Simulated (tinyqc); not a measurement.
Inside a calculation. Model: finite-difference solution of the diffusion equation on a small grid. Computed by tinyqc, a small Python program that keeps every step. Command: `OMP_NUM_THREADS=1 python tinyqc.py 3029309 3029310 out.jsonl fdiff walk`. One thread of a shared host (Intel(R) Xeon(R) Processor @ 2.30GHz), about 0.01 s of CPU time with the checks. Intermediate numbers are printed to about 6 digits and carried at full precision; extremes and crossings named in words are read from the listed rows.

dC/dt = D d2C/dx2 on nodes x_j = j dx, j = 0..7; the far end is sealed.

Inputs (values chosen for the exercise): diffusivity D = 0.26 nm^2/s; grid spacing dx = 50 nm; time step dt = 2500 s; final time t_f = 20000 s; loss velocity h = 0.0011 nm/s.

Boundary at x = 0: surface loss. Scheme: explicit.

start values C_j, j = 0, 1, ... (% of a reference): [9.95, 33.4, 76.9, 100, 68.4, 17.4, 6.8, 0]

## Mesh ratio and operator

The operator M acts as (M C)_j = C_(j-1) - 2 C_j + C_(j+1); at the sealed far end a mirror node gives 2 C_(N-2) - 2 C_(N-1); at j = 0, the outward flux h C_0 gives 2 C_1 - (2 + 2 h dx/D) C_0. r = D dt/dx^2.

mesh ratio r = 0.26

operator M, rows 0, 1, 2, 3, 4, 5, 6, 7:
```
[[-2.42308, 2.00000, 0.00000, 0.00000, 0.00000, 0.00000, 0.00000, 0.00000],
 [1.00000, -2.00000, 1.00000, 0.00000, 0.00000, 0.00000, 0.00000, 0.00000],
 [0.00000, 1.00000, -2.00000, 1.00000, 0.00000, 0.00000, 0.00000, 0.00000],
 [0.00000, 0.00000, 1.00000, -2.00000, 1.00000, 0.00000, 0.00000, 0.00000],
 [0.00000, 0.00000, 0.00000, 1.00000, -2.00000, 1.00000, 0.00000, 0.00000],
 [0.00000, 0.00000, 0.00000, 0.00000, 1.00000, -2.00000, 1.00000, 0.00000],
 [0.00000, 0.00000, 0.00000, 0.00000, 0.00000, 1.00000, -2.00000, 1.00000],
 [0.00000, 0.00000, 0.00000, 0.00000, 0.00000, 0.00000, 2.00000, -2.00000]]
```

## Amplification factors

The mode of M with eigenvalue mu has its amplitude multiplied per step by g = (1 + (1 - theta) r mu)/(1 - theta r mu), with theta = 0 explicit, 1 implicit, 1/2 Crank-Nicolson; the explicit scheme is stable for r up to 2/|mu_min|.

eigenvalues mu of M: [-4.05210, -3.86190, -3.30689, -2.50477, -1.61430, -0.81131, -0.25203, -0.01978]

factors g: [-0.053546, -0.004095, 0.140208, 0.348759, 0.580282, 0.789061, 0.934473, 0.994858]

largest stable r of the explicit scheme = 0.493571

The smallest factor is -0.054: the shortest waves flip sign at each step while they decay.

## Time step 1

C at the start (%): [9.95, 33.40, 76.90, 100.00, 68.40, 17.40, 6.80, 0.00]

With r = D dt/dx^2: (1 - theta r M) C(new) = (1 + (1 - theta) r M) C(old); theta = 0 explicit, 1 implicit, 1/2 Crank-Nicolson.

C after step 1 (%): [21.0495, 38.6130, 71.5960, 85.7780, 63.3560, 27.9040, 7.7880, 3.5360]

## Time step 2

The formulas are those given above.

C after step 2 (%): [27.8671, 42.6221, 66.7077, 76.2610, 59.9682, 31.8914, 11.9126, 5.7470]

## All steps

The run takes n = round(t_f/dt) steps of length t_f/n. The dose is the trapezoidal sum of C dx; the error is the largest difference from exp(M D t/dx^2) C(0), the exact time evolution on the same grid.

Course of the run:
```
step  t (s)      C_1      C_4  dose (% nm)  largest error
1      2500  38.6130  63.3560      15366.4        2.61700
2      5000  42.6221  59.9682      15308.5        2.63321
3      7500  45.0480  56.9043      15231.9        2.59648
4     10000  46.4280  54.2339      15142.6        2.38023
5     12500  47.0998  51.9494      15045.1        2.11850
6     15000  47.2834  50.0222      14942.6        1.86161
7     17500  47.1285  48.4117      14837.4        1.62768
8     20000  46.7388  47.0724      14730.8        1.42161
```

C at the end (%): [38.8442, 46.7388, 52.5151, 53.0987, 47.0724, 36.7673, 27.2736, 23.4571]

largest error at t_f = 1.42161 %

final dose = 14730.8 % nm

final C_4 = 47.0724 %

The time-step error at the end is 1.4 on a scale of 53.1. The dose falls through the surface.

## The three schemes as the step is halved

Each run reaches t_f in n equal steps; errors are the largest difference from exp(M D t_f/dx^2) C(0). A dash marks unstable explicit runs.

Largest error at t_f (%):
```
steps n         r  explicit  implicit  Crank-Nicolson
4        0.520000         -   2.70447     2.49556e-01
8        0.260000   1.42161   1.38470     6.15313e-02
16       0.130000   0.70889   0.69925     1.53352e-02
32       0.065000   0.35356   0.35113     3.83088e-03
64       0.032500   0.17652   0.17591     9.57538e-04
128      0.016250   0.08819   0.08803     2.39373e-04
256      0.008125   0.04407   0.04404     5.98426e-05
```

From the last two rows, halving the step divides the error by 2.00 (explicit), 2.00 (implicit), 4.00 (Crank-Nicolson): a factor 2 marks first order in dt and 4 second order. The explicit scheme needs n of at least 5 to be stable; the other two are stable at any step.

Checks made by the program: matrix exponential against 4096 Crank-Nicolson steps (relative difference 4e-09).
